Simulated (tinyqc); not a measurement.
## Polarisation charge from two barrier thicknesses

Inverse problem. Voff = phiB - dEc - q sigma d/(eps0 eb). Find sigma, phiB - dEc and the thickness at which Voff = 0.

Constants: q = 1.602176634e-19 C, eps0 = 8.8541878128e-14 F/cm where lengths are in cm. Results are converted to the units shown.

Voff at d = 14 and 26 nm (V): [-3.7092923, -7.4831142]
eb = 9.375

Solution. Voff is a straight line in d: its slope is -q sigma/(eps0 eb) and its intercept phiB - dEc.

sigma = 1.629e13 cm^-2
phiB - dEc = 0.6935 V
thickness for Voff = 0 = 2.205 nm

Numbers from tinyqc (`OMP_NUM_THREADS=1 python tinyqc.py 2180148 2180149 out.jsonl`; about 0.01 s on one thread of a shared Intel Xeon 2.30GHz).
